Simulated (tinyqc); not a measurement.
Deal-Grove kinetics of thermal oxidation of silicon: one step, computed by the program tinyqc.

Oxidant diffuses through the oxide and reacts at the interface, so that dx/dt = B/(A + 2x) for the oxide thickness x.

Problem. Thickness after the oxidation. tau = (x_i^2 + A x_i)/B and x = (A/2) [sqrt(1 + 4 B (t + tau)/A^2) - 1], the root of x^2 + A x = B (t + tau). Silicon consumed is 0.44 times the oxide grown; the rate is B/(A + 2x).

Inputs (values chosen for the exercise, close to those used for silicon): temperature T = 950 C; initial oxide x_i = 0.01 um; time t = 0.21 h.

Ambient: steam. Surface: (100).

length A = 0.5601876 um

parabolic constant B = 0.2494058 um^2/h

Give: tau; oxide thickness x; silicon consumed; final growth rate.

Solution.

tau = 0.022862 h

oxide thickness x = 0.089405 um

silicon consumed = 0.034938 um

final growth rate = 0.33749 um/h

2x/A = 0.319: reaction and diffusion both resist, diffusion with a share 2x/(A + 2x) = 0.24.
